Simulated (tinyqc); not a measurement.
# Electron density from the centroid

Inverse problem. In the Fang-Howard model the centroid is 3/b with b^3 = 6 (mz1/C) q (Nd + 11 Ns/32)/(eps0 eps_r), C = hbar^2/(2 m0), the field in eV/nm. Find b and Ns.

Parameters, values chosen for the exercise; masses and permittivity close to those of silicon (111):

| symbol | value | unit | meaning |
|---|---|---|---|
| eps_r | 11.5 |  | relative permittivity |
| mz1 | 0.257 | m0 | mass along z of valley set A (6 valley(s)) |
| Nd | 1.6e11 | cm^-2 | sheet density of depletion charge |

Constants: q = 1.602176634e-19 C, hbar = 1.054571817e-34 J s, m0 = 9.1093837015e-31 kg, eps0 = 8.8541878128e-14 F/cm where lengths are in cm, hbar^2/(2 m0) = 0.0380998212 eV nm^2. Results are converted to the units shown.

centroid = 3.5901134 nm

Solution. b = 3/centroid gives Nd + 11 Ns/32, from which the depletion charge is taken off.

b = 0.8356 1/nm
Ns = 2.200e12 cm^-2

Computed by the program tinyqc: `OMP_NUM_THREADS=1 python tinyqc.py 2160054 2160055 out.jsonl`, one thread of a shared Intel Xeon 2.30GHz, about 0.6 s for the whole run.
